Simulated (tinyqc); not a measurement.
A discretised effective-mass wire between two leads, recursive Green functions: two steps of the calculation.

Finite differences on a grid of step a give a chain with hopping -t, t = C/(m a^2), C = hbar^2/(2 m0), and site energies 2 t + U_i for the N = 9 sites of the device; the semi-infinite leads have site energy 2 t. Each slice is one site, and V = -t couples neighbouring slices.

Inputs (values chosen for the exercise):
- m = 0.15 m0 (effective mass)
- a = 0.44 nm (grid step)
- U = [0.77, 0.77, 0, 0, 0, 0, 0, 0.77, 0.77] eV (potential on the sites 1 to N)
- E = 0.182 eV (energy above the band bottom of the leads)

Constants: q = 1.602176634e-19 C, hbar = 1.054571817e-34 J s, m0 = 9.1093837015e-31 kg, hbar^2/(2 m0) = 0.0380998212 eV nm^2. Results are converted to the units shown.

Question 1. Forward pass. Forward pass: g_1 = (E - H_1 - Sigma)^(-1), g_i = (E - H_i - V g_(i-1) V^dagger)^(-1), with Sigma also subtracted on the last slice; G_(i,1) = g_i V G_(i-1,1), starting from g_1. H_i is the block of slice i, its site energy.

Sigma = -1.2209773-0.4801030i eV

Give: g_i; G_(i,1) of the forward pass.

Answer 1.

```
site     g_i (1/eV)  G_(i,1) of the forward pass (1/eV)
1     -0.475-0.114i                     -0.4747-0.1145i
2     -0.415-0.034i                     -0.2532-0.0835i
3     -0.578-0.020i                     -0.1898-0.0699i
4     -0.691-0.016i                     -0.1705-0.0673i
5     -0.798-0.018i                     -0.1769-0.0744i
6     -0.935-0.027i                     -0.2143-0.0974i
7     -1.197-0.066i                     -0.3281-0.1715i
8     -0.860-0.085i                     -0.3511-0.2299i
9     -0.783-0.959i                     -0.0716-0.6778i
```

Question 2. States fed from the left, and the bond current. The full first column follows backwards from c_N = G_(N,1): c_i = G_(i,1)(forward) + g_i V^dagger c_(i+1). The density of states fed by the left lead is Gamma |c_i|^2/(2 pi), and the current on bond i is 2 t Gamma Im(c_(i+1) conj(c_i)) in units of T(E).

```
site             g_i (1/eV)  G_(i,1) of the forward pass (1/eV)
1     -0.4746650-0.1144604i             -0.47466499-0.11446041i
2     -0.4147435-0.0341190i             -0.25315774-0.08352940i
3     -0.5780150-0.0196439i             -0.18982752-0.06986837i
4     -0.6906952-0.0161395i             -0.17053779-0.06733262i
5     -0.7976469-0.0176839i             -0.17690471-0.07441986i
6     -0.9347156-0.0266160i             -0.21434408-0.09744041i
7     -1.1967982-0.0658185i             -0.32814289-0.17150735i
8     -0.8597959-0.0845614i             -0.35112842-0.22987093i
9     -0.7830676-0.9587257i             -0.07160000-0.67782037i
```

Gamma = 0.96020596 eV

Give: c_i; density fed from the left; bond current.

Answer 2.

```
site       c_i (1/eV)  density fed from the left (1/eV)
1     -0.7831-0.9587i                            0.2342
2     -0.7770-1.1683i                            0.3009
3     -1.1191-1.9016i                            0.7440
4     -1.3059-2.3711i                            1.1198
5     -1.3117-2.5116i                            1.2269
6     -1.1354-2.3037i                            1.0081
7     -0.8017-1.7763i                            0.5804
8     -0.3567-1.0024i                            0.1730
9     -0.0716-0.6778i                            0.0710
```

bond current, bond 1 to 8: [0.42833, 0.42833, 0.42833, 0.42833, 0.42833, 0.42833, 0.42833, 0.42833]

The bond current is the same on every bond and equals T(E): the current is conserved.

Computed by the program tinyqc: `OMP_NUM_THREADS=1 python tinyqc.py 2660022 2660023 out.jsonl`, one thread of a shared Intel Xeon 2.30GHz, about 0.02 s for the whole run.
